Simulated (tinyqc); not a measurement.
Inside a calculation. Model: van der Pauw, Hall and four-point-probe measurements on a doped layer.

Program tinyqc, `OMP_NUM_THREADS=1 python tinyqc.py 2850178 2850179 out.jsonl`; Intel Xeon 2.30GHz, shared host, one thread, about 0.04 s. Printed values are rounded.

A uniform p-type layer with sheet resistance Rs = 1/(q ns mu), point contacts, low field (mu B small).

Values chosen for this exercise:
```
symbol,value,unit,meaning
ns,1e12,cm^-2,sheet density of the layer
mu,210,cm^2/(V s),drift mobility
rH,1.1,,Hall factor
B,0.3,T,magnetic field
I,50,uA,current
ar,1.4,,side ratio a/b of a rectangular sample with corner contacts
t,29,nm,thickness of the layer
```

Constants: q = 1.602176634e-19 C. Results are converted to the units shown.

## Resistances and Hall voltage

Rs = 1/(q ns mu). For a rectangle with contacts at the corners, RA = (8 Rs/pi) sum_(k>=0) ln coth((2k + 1) pi a/(2 b)) with current along a short side b and voltage along the opposite one, RB the same with a and b exchanged; Hall voltage VH = rH B I/(q ns), negative for electrons.

Rs = 29721.5 ohm/square
RA = 1862.09 ohm
RB = 16293.5 ohm
VH = 10.2985 mV

RB/RA = 8.75; for a square both equal Rs ln 2/pi = 6560 ohm.

## Starting value

z = 2 ln 2/(pi (RA + RB)), exact for RA = RB.

z at the start = 0.0243050 mS

## Iteration 1: new z

The van der Pauw equation exp(-pi RA z) + exp(-pi RB z) = 1 is solved for z = 1/Rs: e1 = exp(-pi RA z), e2 = exp(-pi RB z), f = e1 + e2 - 1, f' = -pi (RA e1 + RB e2), z(new) = z - f/f'.

e1 = 0.867463
e2 = 0.288197
f = 0.155660
f' = -19.8267 kohm
z after iteration 1 = 0.0321560 mS

## Iteration 2: new z

As before.

e1 = 0.828523
e2 = 0.192822
f = 0.0213454
f' = -14.7169 kohm
z after iteration 2 = 0.0336064 mS

## Iteration 3: new z

As before.

e1 = 0.821523
e2 = 0.179025
f = 5.48242e-4
f' = -13.9697 kohm
z after iteration 3 = 0.0336457 mS

## Course of the iteration

Stop when the step is below 1e-10 mS, or after 40 iterations.

Course of the iteration:

| iteration | z before the step (mS) | step (mS) |
|---|---|---|
| 1 | 0.0243050 | 7.85e-3 |
| 2 | 0.0321560 | 1.45e-3 |
| 3 | 0.0336064 | 3.92e-5 |
| 4 | 0.0336457 | 2.74e-8 |
| 5 | 0.0336457 | 1.34e-14 |

Converged in 5 iterations.

## Sheet density, mobility and bulk values

converged z = 0.0336457 mS

Rs = 1/z; Hall sheet density B I/(q |VH|); Hall mobility |VH|/(Rs B I); true values ns = rH times the Hall density, mu = Hall mobility/rH; bulk density ns/t, resistivity Rs t; correction factor F = Rs/[(pi/ln 2)(RA + RB)/2].

Rs = 29721.5 ohm/square
Hall sheet density = 9.09091e11 cm^-2
Hall mobility = 231 cm^2/(V s)
ns = 1e12 cm^-2
mu = 210 cm^2/(V s)
bulk density = 3.44828e17 cm^-3
resistivity = 0.0861923 ohm cm
F = 0.722381

Taking the mean of RA and RB without F would overstate Rs by 38 %.
